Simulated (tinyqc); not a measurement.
# Surface potential of a MOS transistor: implicit equation and explicit approximations: accuracy of the approximations against gate voltage

p-type body, charge-sheet picture, depletion and inversion only, full ionisation (an idealisation for deep acceptors), Boltzmann statistics (rough once Na exp(x - xn) passes about Nc/7). In units of Vt: xg = (Vg - Vfb)/Vt, x = psi/Vt, G = gamma/sqrt(Vt), xn = (2 phiF + Vc)/Vt. The implicit equation is (xg - x)^2 = G^2 [x - 1 + exp(x - xn)] for x above about 3. Cox = eps0 eox/tox.

ni = sqrt(Nc Nv) exp(-Eg/(2 Vt)), Eg in volts; phiF = Vt ln(Na/ni); gamma = sqrt(2 q eps0 eps_r Na)/Cox; VT = Vfb + Vt (xn + G sqrt(xn - 1)). Depletion value a = 1 + [sqrt(G^2/4 + xg - 1) - G/2]^2; inversion value b = xn + ln[(xg - xn)^2/G^2 - xn + 1] and first guess y = min(a, b) - ln(1 + exp(-|a - b|)) if a > xn + 1, else b = y = a; one second-order correction with D = exp(y - xn), p = 2 (xg - y) + G^2 (1 + D), w = (xg - y)^2 - G^2 (y - 1 + D): z = y + 2 w/(p + sqrt(p^2 - 2 (2 - G^2 D) w)), or the Newton step z = y + w/p where the root is not real. N_inv = (Cox Vt G/q) [sqrt(x - 1 + exp(x - xn)) - sqrt(x - 1)] at the root. Lambert form (Cox m Vt/q) W0[(G/(2 m sqrt(xn - 1))) exp((Vg - VT)/(m Vt))], m = 1 + G/(2 sqrt(xn - 1)). Errors under 1e-4 mV, and the linear form below VT, are printed as 0.

Values chosen for this exercise; band and dielectric values close to those of silicon:
```
symbol    value   unit                                                                 meaning
T           400      K                                                             temperature
Eg         1.11     eV                                                                band gap
eps_r      11.9                                                          relative permittivity
Nc      4.25e19  cm^-3                                  conduction-band density of states at T
Nv      4.08e19  cm^-3                                     valence-band density of states at T
eox        9.06         relative permittivity of the gate insulator (close to aluminium oxide)
tox          13     nm                                                     insulator thickness
Na       1.9e18  cm^-3                                                        acceptor density
Vfb       -0.35      V                                                       flat-band voltage
Vc            0      V                                                    channel-body voltage
```

Constants: q = 1.602176634e-19 C, kB = 1.380649e-23 J/K, Vt = kB T/q, eps0 = 8.8541878128e-14 F/cm where lengths are in cm. Results are converted to the units shown.

Result of one run:
```
psi (V)	x - xn	error of y (mV)	error of z (mV)	N_inv (cm^-2)	Cox (Vg - VT)/q (cm^-2)	Lambert form (cm^-2)
0.9831	2.493	15.3	-0.650	9.732e11	1.530e12	9.950e11
```

Which gate-body voltage Vg gave this result: 1.35, 1.75, 2.15 or 2.55 V?

Vg = 2.15 V.

The whole series:
```
Vg (V)	psi (V)	x - xn	error of y (mV)	error of z (mV)	N_inv (cm^-2)	Cox (Vg - VT)/q (cm^-2)	Lambert form (cm^-2)
1.35	0.6674	-6.667	0.0197	0	1.378e8	0	9.551e7
1.55	0.7791	-3.425	0.481	0	3.249e9	0	2.872e9
1.75	0.8855	-0.3392	10.1	-0.0410	6.606e10	0	6.605e10
1.95	0.9509	1.559	12.6	-0.257	4.103e11	7.597e11	4.195e11
2.15	0.9831	2.493	15.3	-0.650	9.732e11	1.530e12	9.950e11
2.35	1.003	3.068	12.5	-0.346	1.617e12	2.300e12	1.651e12
2.55	1.017	3.482	10.4	-0.193	2.296e12	3.071e12	2.342e12
2.75	1.028	3.808	9.01	-0.121	2.995e12	3.841e12	3.053e12
2.95	1.038	4.078	7.98	-0.0823	3.706e12	4.611e12	3.775e12
```

psi rises from 0.667 to 1.04 V and ends 4.1 Vt above 2 phiF + Vc. Among the rows the first guess is off by at most 15 mV (at Vg = 2.15 V) and the corrected value by at most 0.65 mV. In the last row the linear form is 24 % above N_inv and the Lambert form 1.9 % above it; in the first row the Lambert form is 31 % below it. For Vg = 1.95, 2.15, 2.35, 2.55, 2.75, 2.95 the electron quasi-Fermi level lies less than 2 Vt below the band edge at the surface, or above it, where degeneracy and confinement, left out, matter.

Computed by the program tinyqc: `OMP_NUM_THREADS=1 python tinyqc.py 2122031 2122032 out.jsonl`, one thread of a shared Intel Xeon 2.30GHz, about 0.01 s for the whole run.
